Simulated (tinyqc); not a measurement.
Avalanche multiplication and breakdown of a junction from ionisation integrals: one step, computed by the program tinyqc.

Ionisation coefficients follow the local field. Position x runs through the depletion layer from the p side (x = 0), where electrons enter, to the n side (x = w), where holes enter. The built-in voltage is neglected.

Question. Coefficients at the critical field. alpha_n = a_n exp(-(b_n/F)^c), alpha_p = a_p exp(-(b_p/F)^c).

Inputs (values chosen for the exercise, modelled on 4H-SiC):
```
quantity                   value  unit
electron prefactor a_n  1.78e+08  1/cm
electron field b_n      3.23e+07  V/cm
hole prefactor a_p      3.24e+08  1/cm
hole field b_p          2.54e+07  V/cm
exponent c                     1     -
```

Junction: punch-through p+ n- n+.

critical field F_m = 3.520425 MV/cm

Give: alpha_n; alpha_p; ratio k = alpha_p/alpha_n; shorter ionisation length.

Answer.

alpha_n = 18440 1/cm

alpha_p = 2.383e+05 1/cm

ratio k = alpha_p/alpha_n = 12.92

shorter ionisation length = 0.04197 micrometre

Holes ionise more readily at the peak field.
